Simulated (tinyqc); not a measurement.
Inside a calculation: band-to-band tunnelling across a p-n junction in a two-band chain. Values are carried at full precision from step to step, so a last printed digit may differ when a step is redone from the rounded ones.

Sites alternate A at -Eg/2 and C at +Eg/2 with hopping -t; near the edges, with k counted from the zone boundary pi/a, E^2 = (Eg/2)^2 + (t a k)^2, so t = sqrt(c Eg/m)/a gives the mass m, c = hbar^2/2m0. In the gap cosh(q a) = 1 + (Eg^2/4 - e^2)/(2 t^2), e the energy from the local mid-gap. The potential is V0 = Eg + ov on the p side (left), 0 on the n side, and falls linearly over the 2N sites of the junction, V_j = V0 (1 - j/(2N + 1)), j = 1 to 2N, site 1 being A. E = Eg/2 + x ov. A half chain that ends on a site of level e1 with neighbour e2 has g = (1 + z)/(E - e1), z = exp(-/+ i k a) the root with Im g < 0, cos(k a) = (E - e1)(E - e2)/(2 t^2) - 1. S_L = t^2 g (ending on C, shifted by V0), S_R = t^2 g (starting on A). T = 4 Im(S_L) Im(S_R) |G_(1,2N)|^2.

Constants: hbar^2/2m0 = 3.80998211 eV angstrom^2.

Values chosen for the exercise (gap and mass near those of Ge (direct gap); the results hold for these values, not for the real material): Eg = 0.807 eV (gap); m = 0.0407 m0 (mass of electron and light hole); a = 5 angstrom (period (two sites)); ov = 0.12 eV (overlap: top of the valence band on the p side above the conduction edge on the n side); N = 3 (periods in the small junction); x = 0.48 (energy above the n-side conduction edge, as a share of ov).

## Hopping, field and tunnelling length

Form t, V0, E, the field F = V0/((2N + 1) a/2) (1 V/angstrom = 100 MV/cm) and the length Eg/F over which E lies in the gap.

t = 1.7383 eV
V0 = 0.9270 eV
E = 0.4611 eV
F = 5.297 MV/cm
tunnelling length = 15.23 angstrom

So short a junction keeps the matrix small; its field is above the 1 to 3 MV/cm of tunnel diodes.

## Self-energies of the two sides

Form cos(k a) and S for each side.

cos(k a): left -0.991023, right -0.991760

S_L, S_R (eV): -0.03120-0.46466i  0.02880-0.44775i

## Recursive Green function

g_1 = 1/(E - e_1 - S_L); g_j = 1/(E - e_j - t^2 g_(j-1)), with S_R also subtracted at the last site; G_1j = G_1(j-1) (-t) g_j, G_11 = g_1; e_j is the site level plus V_j. The self-energies stand in the order S_L, S_R.

Sweep:
```
j  e_j (eV)       g_j (1/eV)      G_1j (1/eV)
1    0.3911   0.4476-2.0546i   0.4476-2.0546i
2    1.0656  -0.0462-0.1465i   0.5592-0.0510i
3    0.1262   1.1267-1.0513i  -1.0021+1.1218i
4    0.8008  -0.1553-0.1318i  -0.5274+0.0733i
5   -0.1386   0.8215-0.3060i   0.7142-0.3852i
6    0.5359  -0.3017-0.1601i   0.4818-0.0032i
```

T = 0.1932

## WKB for the same field

T = exp(-2 I/F), I = integral of q de across the gap. Continuum: q = sqrt(Eg^2/4 - e^2)/(t a), I = pi Eg^2/(8 t a). Lattice: q from the cosh formula, 12 Gauss-Legendre points in u with e = (Eg/2) sin(u), u from -pi/2 to pi/2. F in V/angstrom is the value in MV/cm over 100.

I (eV/angstrom): continuum 0.029424, lattice 0.029375

T by WKB: continuum 0.3292, lattice 0.3299

The chain gives 0.1932, 0.586 times the lattice WKB value; the exponent is only 1.11, and reflections at the two kinks of the potential count.

## Checks

- G_(1,2N) from the sweep against inversion of the whole matrix (size): both 0.48182.

(tinyqc, `OMP_NUM_THREADS=1 python tinyqc.py 1480175 1480176 out.jsonl`, Intel(R) Xeon(R) Processor @ 2.30GHz, 1 thread, shared host, about 0.01 s.)
